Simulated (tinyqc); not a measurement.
Domain walls in a thin film with perpendicular anisotropy: Bloch, Neel and chiral walls, motion and stripe domains: one step, computed by the program tinyqc. Command: `OMP_NUM_THREADS=1 python tinyqc.py 3027231 3027232 out.jsonl mwall walk`. One thread of a shared host (Intel(R) Xeon(R) Processor @ 2.30GHz), about 0.01 s of CPU time with the checks.

One-dimensional wall: polar angle theta(x), azimuth phi of the moment in the wall (phi = 0 Neel, 90 degrees Bloch). mu_0 = 1.25663706212e-6 T m/A, gamma = 1.76085963023e11 rad/(s T).

Problem. Bloch or Neel. sigma(phi) = sigma_0 + 2 Delta K_D cos^2(phi) - pi D cos(phi), with the wall shape anisotropy K_D = N_x mu_0 M_s^2/2, N_x = t ln 2/(pi Delta). The minimum has cos(phi) = D/D_N for D < D_N = 4 Delta K_D/pi and phi = 0 beyond; sigma turns negative at D_c = (sigma_0 + 2 Delta K_D)/pi.

Inputs (values chosen for the exercise, for a model film): saturation magnetisation M_s = 638 kA/m; DMI constant D = 0.15 mJ/m^2; thickness t = 0.61 nm.

width parameter Delta = 3.723388 nm

sigma_0 = 10.20576 mJ/m^2

Give: K_D; D_N; azimuth phi; wall energy sigma; D_c.

Solution.

K_D = 9.2446 kJ/m^3

D_N = 0.043826 mJ/m^2

azimuth phi = 0 degrees

wall energy sigma = 9.8034 mJ/m^2

D_c = 3.2705 mJ/m^2

A pure chiral Neel wall. D is 0.05 of D_c.
